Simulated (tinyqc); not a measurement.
Mesh against width: smearing for a one-band metal on the fcc lattice.

Lattice vectors (units of a): a1 = (0, 1/2, 1/2), a2 = (1/2, 0, 1/2), a3 = (1/2, 1/2, 0). E(k) = -t A_1(k) - t2 A_2(k), A_m the sum of cos(k . R) over the 12 nearest and 6 second lattice vectors. Mesh k = sum (j_i/N) b_i, j_i = 0 .. N-1.

With x = (E_k - mu)/sigma: Gaussian f = erfc(x)/2, s = exp(-x^2)/(2 sqrt(pi)); Methfessel-Paxton (first order) f = erfc(x)/2 - x exp(-x^2)/(2 sqrt(pi)), s = (1 - 2 x^2) exp(-x^2)/(4 sqrt(pi)). With weights w = points/N^d (d the dimension), mu solves 2 sum w f = ne; E = 2 sum w f E_k, S = 2 sum w s, F = E - sigma S.

Values chosen for the exercise:
- t = 0.94 eV (nearest hopping)
- t2 = 0.18 eV (second hopping)
- ne = 1.63 (electrons per cell)

Gaussian smearing, (E + F)/2. The reference is F of first-order Methfessel-Paxton smearing with sigma = 0.05 t on the mesh N = 40; it moves by 0.00 meV on the mesh N = 50; in three dimensions such meshes can agree by chance and the reference may be off by about 1 meV, so smaller errors are not resolved.

Errors (meV per cell):

| N | sigma = 0.05 t | sigma = 0.15 t | sigma = 0.4 t |
|---|---|---|---|
| 4 | 36.96 | 32.02 | 20.73 |
| 6 | 5.53 | 2.48 | -3.51 |
| 8 | 0.05 | -0.98 | 0.63 |
| 12 | -0.13 | -0.46 | -1.26 |
| 16 | 0.42 | 0.21 | -0.42 |
| 24 | -0.11 | -0.09 | -0.56 |

reference = -1.09503 eV

What does the comparison show, and why?

First N from which the value stays within 2 meV of its last entry (which need not be the best one): 8 for sigma = 0.05 t, 8 for sigma = 0.15 t, 8 for sigma = 0.4 t. At the last mesh the errors are -0.11, -0.09 and -0.56 meV. By this 2 meV bar the wider smearing does not converge sooner. The smallest error belongs to 0.05 t on 2, 0.15 t on 3, 0.4 t on 1 of the 6 meshes.

Program tinyqc; command `OMP_NUM_THREADS=1 python tinyqc.py 1652791 1652792 out.jsonl`; about 0.4 s on one thread of a shared Intel(R) Xeon(R) Processor @ 2.30GHz.
